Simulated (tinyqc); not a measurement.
From results back to parameters: Kronig-Penney superlattice by transfer matrices. Three cases, with inputs chosen for the exercise.

Problem. The bottom of the first miniband was computed from a hidden barrier width b.

Wells (width a, potential 0, mass mw) alternate with barriers (width b, height V0, mass mb); period d = a + b; c = hbar^2/2m0. The vector (psi, psi'/m) is continuous, and a layer of thickness t carries it by M = [[cos kt, (m/k) sin kt], [-(k/m) sin kt, cos kt]] with k = sqrt(m (E - V)/c); for E < V, k = i kappa gives [[cosh, (m/kappa) sinh], [(kappa/m) sinh, cosh]] of kappa t. A Bloch state obeys cos(q d) = tr(Mb Mw)/2.

Constants: hbar^2/2m0 = 3.80998211 eV angstrom^2.

Find: k; kappa; tanh(kappa b/2); b.

Method. At q = 0 the lowest state is even about the centres of well and barrier: cos(kz) joins cosh, so (k/mw) tan(k a/2) = (kappa/mb) tanh(kappa b/2), which gives b.

Case 1.

Values chosen (near those of a non-polar GaN superlattice with barriers of AlN; shifted at random, so the results belong to these values and not to a real crystal):
- a = 12 angstrom (well width)
- V0 = 1.896 eV (barrier height)
- mw = 0.195 m0 (mass in the wells)
- mb = 0.312 m0 (mass in the barriers)

bottom of band 1 = 0.4081076 eV

Solution.

k = 0.14453 1/angstrom
kappa = 0.34906 1/angstrom
tanh(kappa b/2) = 0.7807
b = 6.0 angstrom

Case 2.

Values chosen (near those of a GaAs superlattice with barriers of AlGaAs; shifted at random, so the results belong to these values and not to a real crystal):
- a = 50 angstrom (well width)
- V0 = 0.275 eV (barrier height)
- mw = 0.0657 m0 (mass in the wells)
- mb = 0.0952 m0 (mass in the barriers)

bottom of band 1 = 0.0685640 eV

Solution.

k = 0.03439 1/angstrom
kappa = 0.07182 1/angstrom
tanh(kappa b/2) = 0.8052
b = 31.0 angstrom

Case 3.

Values chosen (near those of an InGaAs superlattice with barriers of InP; shifted at random, so the results belong to these values and not to a real crystal):
- a = 92 angstrom (well width)
- V0 = 0.235 eV (barrier height)
- mw = 0.0408 m0 (mass in the wells)
- mb = 0.076 m0 (mass in the barriers)

bottom of band 1 = 0.0283130 eV

Solution.

k = 0.01741 1/angstrom
kappa = 0.06421 1/angstrom
tanh(kappa b/2) = 0.5211
b = 18.0 angstrom

Computed by tinyqc, one run a case: `OMP_NUM_THREADS=1 python tinyqc.py N N+1 out.jsonl` with N = 1280704, 1280755, 1280798; one thread of a shared Intel(R) Xeon(R) Processor @ 2.30GHz, about 0.08 s a run at most.
